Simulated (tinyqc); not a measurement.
## ESD clamp with bipolar snapback, compact model and design window: effect of the current gain of the parasitic npn

The drain junction multiplies the current that enters it: Igen = (M - 1)(Ic + I0), M = 1/(1 - (Vj/BV)^n). The generated holes leave through the substrate resistance and the base of the parasitic npn: Igen = Vb/Rb + Ic/be, Ic = Is exp(Vb/Vt). Terminal current I = Ic + I0 + Igen and voltage V = Vj + I Ro, per width. Isothermal, constant gain.

For given Vb: Ic, Igen, M = 1 + Igen/(Ic + I0), Vj = BV (1 - 1/M)^(1/n), I and V. Vt1 is the maximum of V along the curve, Vh the following minimum, Vt2 the voltage at I = It2. It1 and Ih are the currents at Vt1 and Vh.

Inputs (values chosen for the exercise); values close to those of grounded-gate n-channel clamps: temperature T = 300 K; junction breakdown voltage BV = 9.2 V; exponent of the multiplication n = 3.5; saturation current Is = 3.7e-17 A/um; junction leakage I0 = 2.2e-12 A/um; substrate resistance Rb = 10000 ohm um; drain ballast and contact resistance Ro = 290 ohm um; failure current for 100 ns It2 = 10.2 mA/um.

Constants: q = 1.602176634e-19 C, kB = 1.380649e-23 J/K, Vt = kB T/q. Results are converted to the units shown.

Results:
```
be   Vt1 (V)  It1 (uA/um)  Vh (V)  Ih (uA/um)  Vt2 (V)  Vt2 - Vt1 (V)
1      9.214        51.38   7.978       715.8    10.52          1.309
1.7    9.214        51.36   7.466       889.9    9.913         0.6986
2.9    9.214        51.35   6.902        1090    9.237        0.02277
4.9    9.214        51.35   6.351        1309    8.562        -0.6516
8.2    9.214        51.35   5.851        1543    7.932         -1.282
14     9.214        51.34   5.403        1799    7.339         -1.875
40     9.214        51.34   4.768        2298    6.417         -2.797
```

Estimate the missing row, be = 24.

Computed row:
```
be  Vt1 (V)  It1 (uA/um)  Vh (V)  Ih (uA/um)  Vt2 (V)  Vt2 - Vt1 (V)
24    9.214        51.34   5.037        2061    6.823         -2.391
```

With this row back in the table: As be goes from 1 to 40, Vt1 stays near 9.21 V, It1 stays near 51.4 uA/um, Vh falls from 7.98 to 4.77 V and Vt2 falls from 10.5 to 6.42 V. Vt2 exceeds Vt1, the condition for all fingers to turn on, in 3 of the 8 rows. A higher gain needs less multiplication to hold, so Vh falls.

Program tinyqc, `OMP_NUM_THREADS=1 python tinyqc.py 2670152 2670153 out.jsonl`; Intel Xeon 2.30GHz, shared host, one thread, about 0.02 s.
